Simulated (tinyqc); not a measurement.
From one set of inputs to another, one input at a time: Bloch-Grueneisen resistivity of a metal. Computed by tinyqc, a small Python program. Command: `OMP_NUM_THREADS=1 python tinyqc.py 3031920 3031921 out.jsonl bg ladder`. One thread of a shared host (Intel(R) Xeon(R) Processor @ 2.30GHz), about 0.01 s of CPU time with the checks.

Electrons scatter from a Debye spectrum of phonons (n = 5 for scattering within one band, n = 3 for scattering into a second, heavy band) and from static defects.

The inputs printed are set A. Set A is modelled on tungsten; the values taken over come from a set modelled on aluminium. Inputs not listed in the table keep their values of set A, so the rows need not describe a real material.

Inputs (values chosen for the exercise, modelled on tungsten): exponent n = 5; Debye temperature Theta = 330 K; transport coupling lambda_tr = 0.22; Drude plasma energy hbar w_p = 6.8 eV; residual resistivity rho_0 = 0.31 microohm cm; temperature T = 200 K.

Addition: none.

Constants: k_B = 1.380649e-23 J/K; hbar = 1.054571817e-34 J s; eps_0 = 8.8541878128e-12 F/m; hbar = 6.582119569e-16 eV s; k_B = 8.617333262e-05 eV/K.

Method:
- J_n(y) = int_0^y x^n e^x/(e^x - 1)^2 dx, by 96 Gauss-Legendre points (upper limit at most 60).
- rho_ph = (n - 1) rho_1 (T/Theta)^n J_n(Theta/T), with rho_1 = 2 pi lambda_tr k_B Theta/(hbar eps_0 w_p^2), the high-temperature line at T = Theta.
- Matthiessen's rule: rho = rho_0 + rho_ph.
- Temperature coefficient (1/rho) d rho/dT by a central difference of +/- 0.5 K; residual ratio rho(295 K)/rho(4.2 K); scattering time tau = 1/(eps_0 w_p^2 rho); Wiedemann-Franz kappa = L_0 T/rho, L_0 = (pi^2/3)(k_B/e)^2.

Each row keeps all changes above it:
```
input moved                               from     to  resistivity rho (microohm cm)  residual resistance ratio  Wiedemann-Franz conductivity (W/(m K))
set A                                        -      -                          3.615                       18.0                                   135.2
Drude plasma energy hbar w_p (eV)          6.8     12                          1.371                        6.5                                   356.3
Debye temperature Theta (K)                330    403                          1.300                        6.3                                   375.9
residual resistivity rho_0 (microohm cm)  0.31  0.019                          1.009                       87.2                                   484.3
transport coupling lambda_tr              0.22   0.37                          1.684                      146.0                                   290.2
temperature T (K)                          200    400                          3.931                      146.0                                   248.6
```

Where does the difference come from?

Resistivity rho goes from 3.62 to 3.93, a factor 1.09 in all. The largest single move comes from Drude plasma energy hbar w_p (a factor 0.379), but it runs against the net change; the largest move in the direction of the net change is temperature T (a factor 2.33). Residual resistance ratio goes from 18.0 to 146, a factor 8.11 in all. The largest single move comes from residual resistivity rho_0 (a factor 13.9), and Drude plasma energy hbar w_p works against it (a factor 0.359). Wiedemann-Franz conductivity goes from 135 to 249, a factor 1.84 in all. The largest single move comes from Drude plasma energy hbar w_p (a factor 2.64), and transport coupling lambda_tr works against it (a factor 0.599). The single moves hold for this order of the switches; the total does not depend on the order.

Extremes, crossings and ranges named in words are read from the listed rows.
